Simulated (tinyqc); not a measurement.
# Undoped gate-all-around wire MOSFET, analytic charge model: effect of the temperature

An undoped round wire of radius R under an insulator shell and a surrounding gate; long channel, electrons only, n = ni exp((psi - V)/Vt) with V the quasi-Fermi potential (0 at the source, Vd at the drain), constant mobility, no quantisation. The radial Poisson equation gives n(r) = n(0)/(1 - (1 - b) r^2/R^2)^2 with b = Q0/(Q + Q0). Q is the electron charge per area of the wire surface.

Nc and Nv are given at 350 K and scale as (T/350 K)^1.5; Eg and mu are held fixed. ni = sqrt(Nc Nv) exp(-Eg/(2 Vt)), Eg in volts; Cox = eps0 eox/(R ln(1 + tox/R)); Q0 = 4 eps0 eps_r Vt/R; V0 = dphi + Vt ln[8 eps0 eps_r Vt/(q ni R^2)]. Q solves Vg - V0 - V = Q/Cox + Vt ln(Q/Q0) + Vt ln(1 + Q/Q0). I = mu (2 pi R/L)[2 Vt (Qs - Qd) + (Qs^2 - Qd^2)/(2 Cox) + Vt Q0 ln((Qd + Q0)/(Qs + Q0))], with Qs at V = 0 and Qd at V = Vd.  I(low) is taken at Vg = 0.29 V, Qs and I(high) at Vg = 1.04 V.

Parameters, values chosen for the exercise; material values close to those of silicon: band gap Eg = 1.11 eV; relative permittivity of the semiconductor eps_r = 11.8; conduction-band density of states at the reference temperature Nc = 3.55e19 cm^-3; valence-band density of states at the reference temperature Nv = 3.3e19 cm^-3; relative permittivity of the gate insulator eox = 21.8; insulator thickness tox = 8.5 nm; wire radius R = 4 nm; gate work function less that of the intrinsic body dphi = 0.02 V; channel mobility mu = 180 cm^2/(V s); gate length L = 0.1 um; drain voltage Vd = 1 V.

Constants: q = 1.602176634e-19 C, kB = 1.380649e-23 J/K, Vt = kB T/q, eps0 = 8.8541878128e-14 F/cm where lengths are in cm. Results are converted to the units shown.

Results:
```
T (K),V0 (V),I(low) (nA),Qs(high) (nC/cm^2),I(high) (uA)
220,0.5558,1.387e-4,1697,17.91
250,0.5518,0.001160,1689,18.05
280,0.5476,0.006353,1683,18.24
310,0.5433,0.02570,1680,18.48
340,0.5389,0.08297,1679,18.75
400,0.5297,0.5352,1683,19.40
430,0.5250,1.140,1687,19.76
```

Estimate the missing row, T = 370 K.

Computed row:
```
T (K),V0 (V),I(low) (nA),Qs(high) (nC/cm^2),I(high) (uA)
370,0.5343,0.2255,1680,19.06
```

With this row back in the table: As T goes from 220 to 430 K, I(low) rises from 1.39e-4 to 1.14 nA and I(high) rises from 17.9 to 19.8 uA. V0 falls from 0.556 to 0.525 V. In every row the surface density at the source at the higher gate voltage passes 0.3 Nc, where Boltzmann statistics fail. In every row mu V/L at the higher gate voltage, with V the smaller of Vd and Vg - V0, passes 3e6 cm/s, so velocity saturation would lower the current. In every row the mobility is held fixed, though a real one changes with T. In every row the body is thin enough for quantum confinement, left out here, to raise the threshold.

Numbers from tinyqc (`OMP_NUM_THREADS=1 python tinyqc.py 2460159 2460160 out.jsonl`; about 0.03 s on one thread of a shared Intel Xeon 2.30GHz).
